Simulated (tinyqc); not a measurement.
Worked calculation: coupled-perturbed Hartree-Fock on RHF in the sto-6g basis, for Li+, spin multiplicity 1. One step of it, computed by the program tinyqc.

Task: Orthogonalisation. S = U s U^T; symmetric (Loewdin) form X = U s^(-1/2) U^T, so that X^T S X = 1.

overlap S:
```
           1Li 1s    1Li 2s   1Li 2px   1Li 2py   1Li 2pz
1Li 1s   1.000000  0.235742  0.000000  0.000000  0.000000
1Li 2s   0.235742  1.000000  0.000000  0.000000  0.000000
1Li 2px  0.000000  0.000000  1.000000  0.000000  0.000000
1Li 2py  0.000000  0.000000  0.000000  1.000000  0.000000
1Li 2pz  0.000000  0.000000  0.000000  0.000000  1.000000
```

Give: eigenvalues of S; X.

Result:

eigenvalues of S: 0.7643  1.0000  1.0000  1.0000  1.2357

X:
```
          1Li 1s   1Li 2s  1Li 2px  1Li 2py  1Li 2pz
1Li 1s    1.0217  -0.1222   0.0000   0.0000   0.0000
1Li 2s   -0.1222   1.0217   0.0000   0.0000   0.0000
1Li 2px   0.0000   0.0000   1.0000   0.0000   0.0000
1Li 2py   0.0000   0.0000   0.0000   1.0000   0.0000
1Li 2pz   0.0000   0.0000   0.0000   0.0000   1.0000
```
